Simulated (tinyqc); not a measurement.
Formation energy of a charged point defect from supercell energies: one step, computed by the program tinyqc.

The host is a compound AB. Making the defect adds n_A = 1, n_B = -1 atoms to the cell. All total energies are inputs. E_F is counted from the valence-band maximum (VBM); x = 0 is A-rich and x = 1 B-rich growth.

Problem. Concentrations at the given E_F and T. E_f(q, E_F) = E_f(q, 0) + q E_F. c_q = N_s exp(-E_f(q, E_F)/k_B T), with all degeneracy factors one and no vibrational entropy.

Inputs (values chosen for the exercise, with gap and screening modelled on AlN):
```
quantity,value,unit
gap E_g,5.96,eV
dielectric constant eps,8.4,-
cell length L,14.9,angstrom
Fermi level E_F,2.6,eV
temperature T,1400,K
site density N_s,2.1e+22,cm^-3
```

Defect: A on a B site. Supercell lattice: fcc.

charge states q: [0, -1, -2, -3]

E_f(q, 0) (eV): (q=0) 0.98980, (q=-1) 5.11495, (q=-2) 7.23039, (q=-3) 12.28013

Constants: k_B = 8.617333262e-05 eV/K.

Give: Charge states; lowest formation energy; total concentration; mean charge.

Solution.

Charge states:
```
q,E_f (eV),c_q (cm^-3),share
0,0.99,5.74e+18,1.00e+00
-1,2.51,1.86e+13,3.23e-06
-2,2.03,1.03e+15,1.79e-04
-3,4.48,1.56e+06,2.72e-13
```

lowest formation energy = 0.9898 eV

total concentration = 5.74e+18 cm^-3

mean charge = -3.62e-04 e

State 0 holds 100.0 % of the defects. Caution: the largest image-charge correction in these energies, q^2 alpha e^2/(8 pi eps_0 eps L) with alpha = 2.888282, exceeds a quarter of the gap; the point-charge term alone is then a rough estimate, usually too large for a charge that is spread out.
